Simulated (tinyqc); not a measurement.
Tail temperature from the power law.

Problem. When tail states hold most of the charge, the linear current goes as I = A (Vg - VT)^g with g = 2 Tt/T - 1. Find g, Tt and the tail width kB Tt.

Parameters, values chosen for the exercise: temperature T = 250 K.

Constants: q = 1.602176634e-19 C, kB = 1.380649e-23 J/K, Vt = kB T/q. Results are converted to the units shown.

I at Vg - VT = 7.3 and 11 V (nA): [117.51939, 215.60204]

Answer. g is the slope of ln I against ln(Vg - VT).

g = 1.48
Tt = 310 K
kB Tt = 26.7 meV

Program tinyqc, `OMP_NUM_THREADS=1 python tinyqc.py 2610037 2610038 out.jsonl`; Intel Xeon 2.30GHz, shared host, one thread, about 0.02 s.
